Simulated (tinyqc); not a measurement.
Cylindrical quantum wire: one step. The matching condition at a trial energy. Three cases, with inputs chosen for the exercise.

Problem. Both sides for the lowest state, with J_0' = -J_1 and K_0' = -K_1.

A cylinder of radius R, isotropic masses, c = hbar^2/2m0, k = sqrt(mw E/c), kappa = sqrt(mb (V0 - E)/c). State (n, m) is J_m(k r) inside and K_m(kappa r) outside; psi and psi'/m are continuous: (k/mw) J_m'(kR)/J_m(kR) = (kappa/mb) K_m'(kappa R)/K_m(kappa R).

Constants: hbar^2/2m0 = 3.80998211 eV angstrom^2.

Give: k R; kappa R; left side; right side.

Case 1.

Values chosen (near those of a non-polar GaN wire in AlN; the results hold for these values, not for the real material):
- R = 19 angstrom (radius)
- V0 = 1.908 eV (barrier height)
- mw = 0.204 m0 (mass inside)
- mb = 0.327 m0 (mass outside)
- E = 0.2334 eV (trial energy)

Solution.

k R = 2.1240
kappa R = 7.2031
left side = -2.0262 1/angstrom
right side = -1.2374 1/angstrom

The left side falls with E and the right side rises; here the left is the smaller, so the level lies below the trial energy.

Case 2.

Values chosen (near those of an InGaAs wire in InP; the results hold for these values, not for the real material):
- R = 69 angstrom (radius)
- V0 = 0.244 eV (barrier height)
- mw = 0.0416 m0 (mass inside)
- mb = 0.0774 m0 (mass outside)
- E = 0.0534 eV (trial energy)

Solution.

k R = 1.6661
kappa R = 4.2936
left side = -0.8001 1/angstrom
right side = -0.8931 1/angstrom

The left side falls with E and the right side rises; here the left is the larger, so the level lies above the trial energy.

Case 3.

Values chosen (near those of an InGaAs wire in InP; the results hold for these values, not for the real material):
- R = 69 angstrom (radius)
- V0 = 0.254 eV (barrier height)
- mw = 0.0418 m0 (mass inside)
- mb = 0.0792 m0 (mass outside)
- E = 0.0558 eV (trial energy)

Solution.

k R = 1.7072
kappa R = 4.4290
left side = -0.8691 1/angstrom
right side = -0.8977 1/angstrom

The left side falls with E and the right side rises; here the left is the larger, so the level lies above the trial energy.

Computed by tinyqc, one run a case: `OMP_NUM_THREADS=1 python tinyqc.py N N+1 out.jsonl` with N = 1251882, 1252173, 1252478; one thread of a shared Intel(R) Xeon(R) Processor @ 2.30GHz, about 0.03 s a run at most.
